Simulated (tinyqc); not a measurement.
Finite-difference solution of the diffusion equation on a small grid: one step, computed by the program tinyqc.

dC/dt = D d2C/dx2 on nodes x_j = j dx, j = 0..7; the far end is sealed.

Task: Amplification factors. The mode of M with eigenvalue mu has its amplitude multiplied per step by g = (1 + (1 - theta) r mu)/(1 - theta r mu), with theta = 0 explicit, 1 implicit, 1/2 Crank-Nicolson; the explicit scheme is stable for r up to 2/|mu_min|.

Boundary at x = 0: surface loss. Scheme: explicit.

operator M, rows 0, 1, 2, 3, 4, 5, 6, 7:
$$\begin{pmatrix}
-2.145882 & 2.000000 & 0.000000 & 0.000000 & 0.000000 & 0.000000 & 0.000000 & 0.000000 \\
1.000000 & -2.000000 & 1.000000 & 0.000000 & 0.000000 & 0.000000 & 0.000000 & 0.000000 \\
0.000000 & 1.000000 & -2.000000 & 1.000000 & 0.000000 & 0.000000 & 0.000000 & 0.000000 \\
0.000000 & 0.000000 & 1.000000 & -2.000000 & 1.000000 & 0.000000 & 0.000000 & 0.000000 \\
0.000000 & 0.000000 & 0.000000 & 1.000000 & -2.000000 & 1.000000 & 0.000000 & 0.000000 \\
0.000000 & 0.000000 & 0.000000 & 0.000000 & 1.000000 & -2.000000 & 1.000000 & 0.000000 \\
0.000000 & 0.000000 & 0.000000 & 0.000000 & 0.000000 & 1.000000 & -2.000000 & 1.000000 \\
0.000000 & 0.000000 & 0.000000 & 0.000000 & 0.000000 & 0.000000 & 2.000000 & -2.000000
\end{pmatrix}$$

mesh ratio r = 0.14875

Give: eigenvalues mu of M; factors g; largest stable r of the explicit scheme.

Result:

eigenvalues mu of M: [-4.012, -3.823, -3.268, -2.466, -1.576, -0.774, -0.218, -0.009]

factors g: [0.4031, 0.4313, 0.5139, 0.6332, 0.7656, 0.8849, 0.9675, 0.9987]

largest stable r of the explicit scheme = 0.4984

The smallest factor is 0.403: no mode changes sign, and all decay but one with mu = 0 where there is such a mode.
